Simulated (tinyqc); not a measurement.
Precursor delivery by bubblers, mass-transport growth and the solid composition of a III-V alloy: one step, computed by the program tinyqc. Command: `OMP_NUM_THREADS=1 python tinyqc.py 3023548 3023549 out.jsonl movpe_thermo walk`. One thread of a shared host (Intel(R) Xeon(R) Processor @ 2.30GHz), about 0.01 s of CPU time with the checks.

1 sccm = 44.615 micromol/min; 1 torr = 133.322 Pa. The sources decompose fully at the surface.

Problem. Bubblers. log10 p_v = a - b/T_bath; molar flow = F x 44.615 x p_v/(p_b - p_v) for a saturated bubbler.

Inputs (values chosen for the exercise, modelled on triethylgallium (source 1) and trimethylindium (source 2) for the vapour pressures):
```
quantity,value,unit
bath temperature T1,301,K
bath temperature T2,301,K
bubbler pressure p_b,600,torr
carrier flow F1,26,sccm
carrier flow F2,49,sccm
```

constants a, b of source 1 (log10 torr, K): [8.069, 2162]

constants a, b of source 2 (log10 torr, K): [10.5, 3014]

Give: vapour pressure 1; molar flow 1; vapour pressure 2; molar flow 2.

Solution.

vapour pressure 1 = 7.696 torr

molar flow 1 = 15.07 micromol/min

vapour pressure 2 = 3.067 torr

molar flow 2 = 11.23 micromol/min

One kelvin of bath error changes flow 1 by 5.6 % and flow 2 by 7.7 %.
